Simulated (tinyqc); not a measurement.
## Thermoelectric coefficients of one resonant level, Landauer integrals: effect of the level position

Transmission X(x) = (g/2)^2/[(x - y)^2 + (g/2)^2] with x = (E - EF)/kB T, two spin channels. I_k = int X x^k w dx over all x, w = 1/(4 cosh^2(x/2)).

G = (2 q^2/h) I_0, S = -(kB/q) I_1/I_0, L/L0 = [I_2/I_0 - (I_1/I_0)^2]/(pi^2/3), K_e = (2 kB^2 T/h)(I_2 - I_1^2/I_0), ZT = G S^2 T/(K_e + K_ph), K_ph = kp pi^2 kB^2 T/(3 h).

Inputs (values chosen for the exercise):
- T = 30 K (temperature)
- g = 0.25 (full width of the level over kB T)
- kp = 0.55 (phonon heat conductance in units of pi^2 kB^2 T/(3 h))

Constants: q = 1.602176634e-19 C, kB = 1.380649e-23 J/K, h = 6.62607015e-34 J s. Results are converted to the units shown.

Results:

| y | G (uS) | S (uV/K) | L/L0 | ZT | ZT without phonons |
|---|---|---|---|---|---|
| 0.5 | 6.727 | -40.26 | 0.04963 | 0.02062 | 1.337 |
| 1.6 | 4.171 | -127.7 | 0.07925 | 0.1287 | 8.425 |
| 2.6 | 2.040 | -203.7 | 0.1587 | 0.1601 | 10.70 |
| 3.7 | 0.8136 | -278.3 | 0.3801 | 0.1193 | 8.337 |
| 4.7 | 0.3450 | -329.9 | 0.8312 | 0.07117 | 5.360 |
| 5.8 | 0.1405 | -355.3 | 1.760 | 0.03368 | 2.936 |
| 6.8 | 0.06797 | -338.7 | 2.905 | 0.01484 | 1.616 |
| 8.9 | 0.02217 | -210.6 | 3.928 | 0.001881 | 0.4622 |
| 10 | 0.01512 | -144.4 | 3.278 | 6.041e-4 | 0.2604 |

Estimate the missing row, y = 7.9.

Computed row:

| y | G (uS) | S (uV/K) | L/L0 | ZT | ZT without phonons |
|---|---|---|---|---|---|
| 7.9 | 0.03519 | -279.7 | 3.867 | 0.005255 | 0.8279 |

With this row back in the table: G falls from 6.73 to 0.0151 uS; |S| goes from 40.3 through a maximum of 355 (at y = 5.8 among the rows listed) to 144 uV/K: far from the level its Lorentzian tail at EF carries the current, and S falls back towards the Mott value. L/L0 goes from 0.0496 through a maximum of 3.93 (at y = 8.9 among the rows listed) to 3.28, and ZT goes from 0.0206 through a maximum of 0.160 (at y = 2.6 among the rows listed) to 6.04e-4.

Program tinyqc, `OMP_NUM_THREADS=1 python tinyqc.py 2800130 2800131 out.jsonl`; Intel Xeon 2.30GHz, shared host, one thread, about 0.03 s.
